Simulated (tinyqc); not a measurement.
Worked calculation: CIS on RHF in the sto-3g basis, frozen core, for BeH2, spin multiplicity 1. One step of it, computed by the program tinyqc.

Problem. CIS matrix, triplets. A(ia,jb) = (e_a - e_i) d_ij d_ab - (ij|ab).

orbital energies (hartree): MO1 -4.520777, MO2 -0.453177, MO3 -0.416288, MO4 0.212376, MO5 0.212383, MO6 0.449709, MO7 0.913590

Two-electron integrals over orbitals (pq|rs), unique and non-zero (hartree); the lowest 1 orbital is frozen and left out:
```
p,q,r,s,(pq|rs)
2,2,2,2,0.395680
3,2,3,2,0.163898
3,3,2,2,0.408923
3,3,3,3,0.432131
4,2,2,2,0.000379
4,2,3,3,0.000372
4,2,4,2,0.049145
4,3,3,2,0.000421
4,3,4,3,0.014405
4,4,2,2,0.367352
4,4,3,3,0.354214
4,4,4,2,-0.000898
4,4,4,4,0.449864
5,2,5,2,0.049145
5,3,5,3,0.014404
5,4,5,2,-0.000315
5,4,5,4,0.024251
5,5,2,2,0.367355
5,5,3,3,0.354215
5,5,4,2,-0.000269
5,5,4,4,0.401359
5,5,5,5,0.449859
6,2,2,2,-0.023421
6,2,3,3,-0.046661
6,2,4,2,-0.000102
6,2,4,4,0.054134
6,2,5,5,0.054140
6,2,6,2,0.078281
6,3,3,2,-0.094269
6,3,4,3,-0.000345
6,3,6,3,0.083688
6,4,2,2,0.000144
6,4,3,3,-0.000083
6,4,4,2,0.047334
6,4,4,4,-0.000233
6,4,5,5,0.000205
6,4,6,2,0.000724
6,4,6,4,0.050780
6,5,5,2,0.047342
6,5,5,4,-0.000219
6,5,6,5,0.050786
6,6,2,2,0.394613
6,6,3,3,0.405665
6,6,4,2,0.000917
6,6,4,4,0.365823
6,6,5,5,0.365832
6,6,6,2,-0.033876
6,6,6,4,0.000606
6,6,6,6,0.409746
7,2,3,2,-0.043642
7,2,4,3,-0.000398
7,2,6,3,0.061312
7,2,7,2,0.056642
7,3,2,2,-0.004894
7,3,3,3,-0.020390
7,3,4,2,-0.000572
7,3,4,4,0.060670
7,3,5,5,0.060670
7,3,6,2,0.073659
7,3,6,4,0.000260
7,3,6,6,-0.025459
7,3,7,3,0.082961
7,4,3,2,-0.000973
7,4,4,3,0.013719
7,4,6,3,0.000578
7,4,7,2,0.000151
7,4,7,4,0.016614
7,5,5,3,0.013721
7,5,7,5,0.016607
7,6,3,2,0.142526
7,6,4,3,0.000479
7,6,6,3,-0.094831
7,6,7,2,-0.054727
7,6,7,4,-0.000845
7,6,7,6,0.140246
7,7,2,2,0.424962
7,7,3,3,0.443495
7,7,4,2,0.000077
7,7,4,4,0.389663
7,7,5,5,0.389661
7,7,6,2,-0.034383
7,7,6,4,-0.000252
7,7,6,6,0.433115
7,7,7,3,-0.009066
7,7,7,7,0.484930
```

Give: CIS matrix A, triplet.

Solution.

CIS matrix A, triplet (hartree), lower triangle:
```
,2>4,2>5,2>6,2>7,3>4,3>5,3>6,3>7
2>4,0.2982
2>5,0.0000,0.2982
2>6,-0.0001,0.0000,0.5083
2>7,0.0000,0.0000,0.0000,0.9418
3>4,0.0000,0.0000,0.0000,0.0010,0.2745
3>5,0.0000,0.0000,0.0000,0.0000,0.0000,0.2745
3>6,0.0000,0.0000,0.0000,-0.1425,0.0001,0.0000,0.4603
3>7,0.0010,0.0000,-0.1425,0.0000,0.0000,0.0000,0.0000,0.8864
```
